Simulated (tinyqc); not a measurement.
Yield over energy: physical sputtering: collision-cascade yield, angular dependence, faceting and resputtering in deposition. Computed by tinyqc, a small Python program. Command: `OMP_NUM_THREADS=1 python tinyqc.py 3015094 3015095 out.jsonl sputter walk`. One thread of a shared host (Intel(R) Xeon(R) Processor @ 2.30GHz), about 0.01 s of CPU time with the checks.

Ions start collision cascades; atoms that reach the surface with more than U leave. The target is amorphous or fine-grained.

Inputs (values chosen for the exercise, modelled on gallium ions on germanium):

| quantity | value | unit |
|---|---|---|
| ion Z1 | 31 | - |
| ion mass M1 | 69.7 | u |
| target Z2 | 32 | - |
| target mass M2 | 72.6 | u |
| surface binding energy U | 3.85 | eV |
| target density N | 44.2 | 1/nm^3 |
| fit factor Q | 0.58 | - |
| ion energy E | 64 | eV |
| current density J | 0.34 | mA/cm^2 |

Constants: e = 1.602176634e-19 C.

Method. gamma = 4 M1 M2/(M1 + M2)^2; threshold E_th = 6.7 U/gamma for M1 >= M2, else U (1 + 5.7 M1/M2)/gamma. eps = 0.03255 M2 E/(Z1 Z2 (M1 + M2) z), z = (Z1^(2/3) + Z2^(2/3))^(1/2), E in eV; s_n = 3.441 sqrt(eps) ln(eps + 2.718)/(1 + 6.355 sqrt(eps) + eps (6.882 sqrt(eps) - 1.708)); S_n = 84.78 Z1 Z2 M1 s_n/((M1 + M2) z) in eV angstrom^2; alpha = 0.249 (M2/M1)^0.56 + 0.0035 (M2/M1)^1.5 for M1 <= M2, else 0.0875 (M2/M1)^(-0.15) + 0.165 M2/M1; Y0 = 0.042 Q alpha S_n/U [1 - sqrt(E_th/E)]^2.5 (the electronic-loss factor of the full formula is dropped). Erosion rate = Y0 J/(e N); 1 cm^2 = 1e14 nm^2.

threshold E_th = 24.9288 eV

Normal incidence:

| E (eV) | eps | S_n (eV angstrom^2) | Y0 | Y0 per keV |
|---|---|---|---|---|
| 50 | 1.8741e-04 | 399.8 | 0.0306 | 0.6124 |
| 100 | 3.7482e-04 | 547.4 | 0.1588 | 1.5883 |
| 200 | 7.4964e-04 | 741.0 | 0.4080 | 2.0399 |
| 300 | 1.1245e-03 | 878.8 | 0.6142 | 2.0473 |
| 500 | 1.8741e-03 | 1080.4 | 0.9394 | 1.8788 |
| 1000 | 3.7482e-03 | 1405.5 | 1.4958 | 1.4958 |
| 2000 | 7.4964e-03 | 1786.9 | 2.1737 | 1.0868 |
| 5000 | 1.8741e-02 | 2357.3 | 3.2102 | 0.6420 |
| 10000 | 3.7482e-02 | 2810.1 | 4.0434 | 0.4043 |
| 30000 | 1.1245e-01 | 3461.9 | 5.2624 | 0.1754 |
| 100000 | 3.7482e-01 | 3763.2 | 5.9144 | 0.0591 |

What does the comparison show, and why?

The yield per keV peaks at 300 eV among these rows, 12 times the threshold, the most economical range for removing atoms. Y0 varies as E^2.38 between the first rows and as E^0.10 at the end, where nuclear stopping is flattening. Caution: within a few times the threshold, cascades are short and these fits are rough. Caution: the electronic-loss factor, dropped here, would lower the yields at the highest energies slightly.

Extremes, crossings and ranges named in words are read from the listed rows.
